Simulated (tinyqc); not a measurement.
Thickness series: Landau-Devonshire theory of a uniaxial ferroelectric. Computed by tinyqc, a small Python program. Command: `OMP_NUM_THREADS=1 python tinyqc.py 3017203 3017204 out.jsonl ferro walk`. One thread of a shared host (Intel(R) Xeon(R) Processor @ 2.30GHz), about 0.01 s of CPU time with the checks.

G(P) = (alpha/2) P^2 + (beta*/4) P^4 + (gamma/6) P^6 - E P per volume, SI units, one domain, P along the polar axis.

Inputs (values chosen for the exercise, for a model ferroelectric):
```
quantity                          value             unit
alpha_0                          239000      J m/(C^2 K)
Curie-Weiss temperature T0          500                K
beta                           6.46e+08        J m^5/C^4
gamma                          1.35e+09        J m^9/C^6
temperature T                       396                K
film thickness d                     23               nm
screening length lambda           0.004               nm
background permittivity eps_b         7                -
series capacitance C_d              1.2  microfarad/cm^2
```

Sample: free crystal.

Constants: eps_0 = 8.8541878128e-12 F/m.

Method:
- alpha = alpha_0 (T - T0*), T0* = T0, beta* = beta.
- Ps^2 = [-beta* + sqrt(beta*^2 - 4 alpha gamma)]/(2 gamma).
- chi = 1/(eps_0 G''), G'' = alpha + 3 beta* P^2 + 5 gamma P^4 at Ps. Ps, chi and the coercive field are for perfect screening, without a depolarising field. The intrinsic coercive field is |alpha P + beta* P^3 + gamma P^5| at the P_c where G'' = 0. 1 C/m^2 = 100 microcoulomb/cm^2.
- Between shorted electrodes with screening length lambda each, the depolarising field is -k P, k = 2 lambda/(eps_0 (d + 2 lambda eps_b)), so alpha turns into alpha + k.
- The polar state is the lowest uniform state while alpha + k < 0 (beta* > 0) or < 3 beta*^2/(16 gamma) (beta* < 0); setting the equality gives the critical thickness d_c.
- Domains are left out, though they can pre-empt both the loss of P and the state at P = 0. The second and third columns are for the shorted capacitor, polar only where it is the lowest uniform state: alpha + k < 0 (beta* > 0) or < 3 beta*^2/(16 gamma) (beta* < 0). The last column is another circuit, the film in series with C_d at P = 0: 1/C = (alpha d)/(1 + alpha eps_0 eps_b) + 1/C_d, and P = 0 is locally stable while 1/C > 0; a dash marks the rest.

alpha = -2.48560e+07 J m/C^2

beta* = 6.46e+08 J m^5/C^4

critical thickness d_c = 36.2945 nm

spontaneous polarisation Ps = 18.9205 microcoulomb/cm^2

Against thickness:
```
d (nm)  P (microcoulomb/cm^2)  depolarising field (MV/m)  C of the stack / C_d
1                       0.000                     0.0000                1.0003
2                       0.000                     0.0000                1.0006
3                       0.000                     0.0000                1.0009
5                       0.000                     0.0000                1.0015
8                       0.000                     0.0000                1.0024
15                      0.000                     0.0000                1.0045
30                      0.000                     0.0000                1.0090
60                     12.138                     1.8262                1.0183
150                    16.604                     0.9997                1.0469
```

The polar state appears between 30 and 60 nm (d_c = 36.3 nm), and at 150 nm P is 87.8 % of Ps. The stack exceeds C_d wherever it is stable, up to 1.05 times: the ferroelectric held at P = 0 acts as a negative capacitance.

Extremes, crossings and ranges named in words are read from the listed rows.
